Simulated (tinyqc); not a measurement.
X-ray reflectivity of a thin film on silicon: critical angles, Parratt recursion, fringes and roughness: one step, computed by the program tinyqc.

n = 1 - delta + i beta; the classical electron radius is r_e = 2.8179403e-6 nm. Layer 0 is vacuum, 1 the film, 2 the substrate.

Problem. Optical constants. delta = r_e lambda^2 rho_e/(2 pi), rho_e = density x electrons per mass x N_A; critical angle sqrt(2 delta), q_c = 4 sqrt(pi r_e rho_e).

Inputs (values chosen for the exercise, modelled on TiN on silicon, copper K-alpha radiation): wavelength lambda = 0.15406 nm; film density rho = 4.98 g/cm^3; effective electrons per unit mass, film = 0.465 mol/g; beta/delta, film = 0.074; substrate density = 2.33 g/cm^3; effective electrons per unit mass, substrate = 0.507 mol/g; beta/delta, substrate = 0.023.

Constants: N_A = 6.02214076e+23 1/mol.

Give: the table «Constants» with the columns rho_e (1/nm^3), delta, beta, critical angle (degrees), q_c (1/nm), for layer = film, substrate.

Solution.

Constants:
```
layer      rho_e (1/nm^3)      delta       beta  critical angle (degrees)  q_c (1/nm)
film                 1395  1.484e-05  1.098e-06                    0.3122      0.4444
substrate             711  7.573e-06  1.742e-07                    0.2230      0.3174
```
